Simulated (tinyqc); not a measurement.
CIS and TDHF on RHF in the sto-3g basis, for HeH+, spin multiplicity 1, step by step. Computed by tinyqc, a small Python program that keeps every step (integrals from PySCF). Settings: charge = 1, multiplicity = 1, basis = sto-3g, method = RHF, energy threshold = 1e-10, iteration cap = 58, orthogonalisation = symmetric, start = Wolfsberg-Helmholz matrix, DIIS depth = 6, TDHF = 1. Command: `OMP_NUM_THREADS=1 python tinyqc.py 28884 28885 out.jsonl` (the two numbers bound the seeds that draw the settings). One thread of a shared host (Intel(R) Xeon(R) Processor @ 2.60GHz), about 0.06 s of CPU time with the checks. The early iterations of the SCF are left out here.

## One-electron integrals

Geometry (angstrom):
```
atom         x         y         z
He    0.000000  0.000000  0.000000
H     0.000000  0.000000  0.898000
```

Basis sto-3g: exponents (1/bohr^2) and contraction coefficients of normalised primitives:
```
element  l (shell)  exponent  coefficient
He           s (1)  6.362421     0.154329
He           s (1)  1.158923     0.535328
He           s (1)  0.313650     0.444635
H            s (1)  3.425251     0.154329
H            s (1)  0.623914     0.535328
H            s (1)  0.168855     0.444635
```

Overlap, kinetic and nuclear-attraction integrals over the contracted functions; the nuclear repulsion is the sum of Za Zb / Rab.

nuclear repulsion = 1.17856840 hartree

overlap S, order 1He 1s, 2H 1s:
```
[[1.000000, 0.454145],
 [0.454145, 1.000000]]
```

kinetic energy T (hartree), order 1He 1s, 2H 1s:
```
[[1.411763, 0.124982],
 [0.124982, 0.760032]]
```

nuclear attraction V (hartree), order 1He 1s, 2H 1s:
```
[[-3.925327, -1.296247],
 [-1.296247, -2.351134]]
```

core Hamiltonian H = T + V (hartree), order 1He 1s, 2H 1s:
```
[[-2.513564, -1.171265],
 [-1.171265, -1.591102]]
```

## Two-electron integrals

Functions are numbered as in S; the eight-fold symmetry (ij|kl) = (ji|kl) = (kl|ij) leaves the list below.

Two-electron integrals (ij|kl) in chemists' order, unique and non-zero (hartree):
```
(11|11) 1.055713   (21|11) 0.362202   (21|21) 0.155119   (22|11) 0.536360
(22|21) 0.295513   (22|22) 0.774606
```

## Orthogonalisation

S = U s U^T; symmetric (Loewdin) form X = U s^(-1/2) U^T, so that X^T S X = 1.

eigenvalues of S: [0.545855, 1.454145]

X, order 1He 1s, 2H 1s:
```
[[1.091390, -0.262120],
 [-0.262120, 1.091390]]
```

## Starting guess

The start is the generalised Wolfsberg-Helmholz matrix (K = 1.75) built on H; D = 2 C_occ C_occ^T.

D at the start, order 1He 1s, 2H 1s:
```
[[1.335404, 0.513938],
 [0.513938, 0.197792]]
```

## Iteration 9 (converged): orbitals

converged F (hartree), order 1He 1s, 2H 1s:
```
[[-1.504498, -0.882094],
 [-0.882094, -0.721734]]
```

Diagonalise F' = X^T F X, C = X C', fill 1 alpha and 1 beta electrons from the bottom; D = 2 C_occ C_occ^T. Each column has its largest component positive (the first on a tie).

F' = X^T F X (hartree):
```
[[-1.336954, -0.474428],
 [-0.474428, -0.458360]]
```

orbital energies (hartree): [-1.544236, -0.251079]

coefficients C, order 1He 1s, 2H 1s:
```
[[0.895159, -0.677148],
 [0.196758, 1.105045]]
```

D after iteration 9, order 1He 1s, 2H 1s:
```
[[1.602619, 0.352259],
 [0.352259, 0.077427]]
```

## Convergence

Stop when the energy changes by less than 1e-10 hartree and every element of the error matrix X^T (F D S - S D F) X is below 3e-06.

Course of the cycle:
```
iteration  E (hartree)     change  largest element of the error matrix
1          -2.82800469          -                             2.45e-01
2          -2.85347673  -2.55e-02                             3.36e-02
3          -2.85399586  -5.19e-04                             9.43e-04
4          -2.85399619  -3.33e-07                             4.16e-04
5          -2.85399624  -4.70e-08                             2.68e-04
6          -2.85399626  -1.51e-08                             1.98e-04
7          -2.85399626  -6.72e-09                             1.57e-04
8          -2.85399627  -1.15e-08                             1.71e-06
9          -2.85399627  -1.35e-12                             1.76e-08
```

PySCF RHF in the same basis = -2.85399627 hartree

Converged in 9 iterations.

## Populations, bond orders and dipole

Mulliken: Z minus the diagonal of D S on the atom; Loewdin: the same with S^(1/2) D S^(1/2); Mayer order: 2 sum_s sum (D(s) S)_ij (D(s) S)_ji over the two atoms.

Charges (e):
```
atom  Mulliken   Loewdin
1He   0.237404  0.320582
2H    0.762596  0.679418
```

Mayer bond orders:
```
pair     order
2-1   0.418448
```

dipole moment about the origin, x y z (debye): [0.000000, 0.000000, 3.424034]

## Integrals over molecular orbitals

(pq|rs) = sum C_ip C_jq C_kr C_ls (ij|kl), one index at a time.

one-electron integrals over orbitals h = C^T H C (hartree):
```
[[-2.488329, 0.175109],
 [0.175109, -1.342610]]
```

Two-electron integrals over orbitals (pq|rs), unique and non-zero (hartree):
```
(11|11) 0.944094    (21|11) -0.175109   (21|21) 0.130928    (22|11) 0.611230
(22|21) 0.053445    (22|22) 0.747883
```

## CIS matrix, singlets

A(ia,jb) = (e_a - e_i) d_ij d_ab + 2 (ia|jb) - (ij|ab).

CIS matrix A, singlet (hartree), order 1>2:
```
[[0.943782]]
```

## CIS singlet states

dipole integrals <i|r|a> (bohr), order 1>2:
```
[[0.000000, 0.000000, 0.634389]]
```

Diagonalise A (1 hartree = 27.211386 eV); each vector has its largest component positive (the first on a tie). The transition dipole is mu = sqrt2 sum c_ia <i|r|a>.

singlet excitation energies (eV): [25.681625]

lowest vectors, order 1>2:
```
[[1.000000]]
```

oscillator strengths 2/3 w |mu|^2: [0.506434]

## TDHF (RPA) singlet states

B(ia,jb) = 2 (ia|jb) - (ib|ja); the squared energies are the eigenvalues of (A - B)(A + B); 1 hartree = 27.211386 eV.

TDHF matrix B, singlet (hartree), order 1>2:
```
[[0.130928]]
```

squared energies w^2 (hartree^2): [0.873583]

TDHF energies from the positive w^2 (eV): [25.433303]

## CIS matrix, triplets

A(ia,jb) = (e_a - e_i) d_ij d_ab - (ij|ab).

CIS matrix A, triplet (hartree), order 1>2:
```
[[0.681927]]
```

## CIS triplet states

Diagonalise A (1 hartree = 27.211386 eV); each vector has its largest component positive (the first on a tie).

triplet excitation energies (eV): [18.556187]

lowest vectors, order 1>2:
```
[[1.000000]]
```

## TDHF (RPA) triplet states

B(ia,jb) = - (ib|ja); the squared energies are the eigenvalues of (A - B)(A + B); 1 hartree = 27.211386 eV.

TDHF matrix B, triplet (hartree), order 1>2:
```
[[-0.130928]]
```

squared energies w^2 (hartree^2): [0.447883]

TDHF energies from the positive w^2 (eV): [18.210962]
